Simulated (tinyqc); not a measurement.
Specific resistance of a metal-semiconductor contact and its transmission-line measurement: one step, computed by the program tinyqc.

The barrier is parabolic (depletion approximation), energies E are normal energies counted from the band edge in the neutral semiconductor (downwards for holes), and the bias is zero. xi is an input, held fixed when other inputs move.

Task: Tunnelling energy and barrier. E_00 = (e hbar/2) sqrt(N/(eps eps_0 m)); band bending E_b = phi_B + xi; depletion width w = sqrt(2 eps eps_0 E_b/(e^2 N)).

Inputs (values chosen for the exercise, modelled on n-type In0.53Ga0.47As):
```
quantity,value,unit
tunnelling mass m,0.044,m_0
permittivity eps,13.9,-
barrier height phi_B,0.18,eV
doping N,5.5e+17,1/cm^3
"Fermi level above the band edge in the bulk, xi",0.04,eV
temperature T,77,K
```

Image-force lowering: left out.

Constants: hbar = 1.054571817e-34 J s; eps_0 = 8.8541878128e-12 F/m; m_0 = 9.1093837015e-31 kg; k_B = 8.617333262e-05 eV/K; e = 1.602176634e-19 C.

Give: E_00; E_00/k_B T; depletion width; barrier used, above the bulk band edge.

Result:

E_00 = 17.607 meV

E_00/k_B T = 2.6535

depletion width = 24.790 nm

barrier used, above the bulk band edge = 0.22 eV

By the usual rule this is thermionic-field emission (0.5 to 5 k_B T).
